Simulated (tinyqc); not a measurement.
Thin film between two gates, subbands and threshold shift from confinement: one step of the calculation.

Undoped body with a flat potential across it, hard walls, transport along x. Three valley pairs (g = 2 each) with the longitudinal mass along x, y or z. Non-parabolicity enters the subband edges through E (1 + al E) = gamma, so E = 2 gamma/(1 + sqrt(1 + 4 al gamma)); motion within a subband is taken as parabolic with the band-edge mass. Energies are counted from the bulk band edge.

Task. Threshold shift. Each subband has N_k = g sqrt(mx my) m0 kB T/(pi hbar^2); without degeneracy n = exp(EF/Vt) sum N_k exp(-E_k/Vt). Classical value Nc times t, Nc = sum over valleys of 2 g (m m0 kB T/(2 pi hbar^2))^1.5 with m = (mx my mz)^(1/3). Threshold shift dVT = Vt ln(classical value/sum N_k exp(-E_k/Vt)). Use the subbands listed.

Inputs (values chosen for the exercise); masses close to those of silicon: temperature T = 400 K; longitudinal mass ml = 0.922 m0; transverse mass mt = 0.187 m0; film thickness (along z) t = 7.8 nm.

Constants: q = 1.602176634e-19 C, kB = 1.380649e-23 J/K, hbar = 1.054571817e-34 J s, m0 = 9.1093837015e-31 kg, Vt = kB T/q. Results are converted to the units shown.

```
subband	E_k (eV)	N_k (cm^-2)
z1	0.0063725285	5.3851980e12
z2	0.025490114	5.3851980e12
x1	0.031419633	1.1957664e13
y1	0.031419633	1.1957664e13
z3	0.057352757	5.3851980e12
```

Wanted: shares; sum N_k exp(-E_k/Vt); Nc; classical value; dVT.

Result.

shares, subband z1 to z3 (%): 25.320  14.541  27.185  27.185  5.770
sum N_k exp(-E_k/Vt) = 1.7679e13 cm^-2
Nc = 4.1623e19 cm^-3
classical value = 3.2466e13 cm^-2
dVT = 20.952 mV

Program tinyqc, `OMP_NUM_THREADS=1 python tinyqc.py 2350155 2350156 out.jsonl`; Intel Xeon 2.30GHz, shared host, one thread, about 0.1 s.
